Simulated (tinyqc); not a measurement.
# From area ratio A(d)/A(d2) back to lifetime tau

Model: Haynes-Shockley experiment: drift, diffusion and decay of a minority-carrier pulse. Computed by tinyqc, a small Python program. Command: `OMP_NUM_THREADS=1 python tinyqc.py 3112318 3112319 out.jsonl haynes inv`. One thread of a shared host (Intel(R) Xeon(R) Processor @ 2.30GHz), about 0.02 s of CPU time with the checks.

A thin sheet of excess carriers is made at x = 0, t = 0 in a long uniform bar; injection is low, so the pulse moves with the minority mobility.

Inputs (values chosen for the exercise, modelled on electrons in p-type silicon in a lightly doped bar):
```
quantity                       value        unit
minority mobility mu            1490  cm^2/(V s)
temperature T                    300           K
field F                           15        V/cm
distance d to the collector     0.33          cm
second distance d2              0.75          cm
injected sheet density N0    6.7e+09      1/cm^2
```

Constants: k_B = 8.617333262e-05 eV/K.

Method:
- D = mu k_B T/e, v = mu F.
- Transit time d/v, diffusion length sqrt(D tau), drift length v tau, Peclet number v d/D = e F d/(k_B T).
- dn(x, t) = N0/sqrt(4 pi D t) exp(-(x - v t)^2/(4 D t) - t/tau).
- At fixed x the signal peaks where d ln(dn)/dt = 0: a t^2 + t/2 - x^2/(4 D) = 0 with a = v^2/(4 D) + 1/tau.
- The full width at half maximum is found by solving dn(x, t) = peak/2 on both sides of the peak.
- Differences remove part of the bias: mu = (d2 - d)/(F (t_p2 - t_p)). The time-integrated signal is A(x) = (N0/u) exp(x (v - u)/(2 D)), u = sqrt(v^2 + 4 D/tau); the simple lifetime is tau = (t_p2 - t_p)/ln(A(d)/A(d2)).

Problem. A run gave the result below. Find the lifetime tau, known to lie between 25 and 52 microsecond.

area ratio A(d)/A(d2) = 1.790636

Solution.

Each step takes the trial c = (a f_b - b f_a)/(f_b - f_a), f being the result less the target and a, b, c the logarithms of the listed values; c replaces end b, the old b replaces a if the sign of f changed, and otherwise f_a is halved.

Scan of the range:
```
lifetime tau (microsecond)  area ratio A(d)/A(d2)
25.0                                      2.11567
28.2                                      1.94365
31.9                                      1.79979
36.1                                      1.68109
40.7                                      1.58542
46.0                                      1.50356
52.0                                      1.43455
```

False position (Illinois rule, in the logarithm of the input) inside the bracket:
```
step    end a    end b    trial  area ratio A(d)/A(d2)
1     31.9000  36.1000  32.2059                1.78980
2     31.9000  32.2059  32.1585                1.79133
3     32.2059  32.1585  32.1800                1.79064
4     32.1585  32.1800  32.1800                1.79064
```

Area ratio A(d)/A(d2) falls at every point of a 13-point scan of the range (every second point is shown), so one value fits; it is bracketed by 31.9 and 36.1. Answer: lifetime tau = 32.18 microsecond.
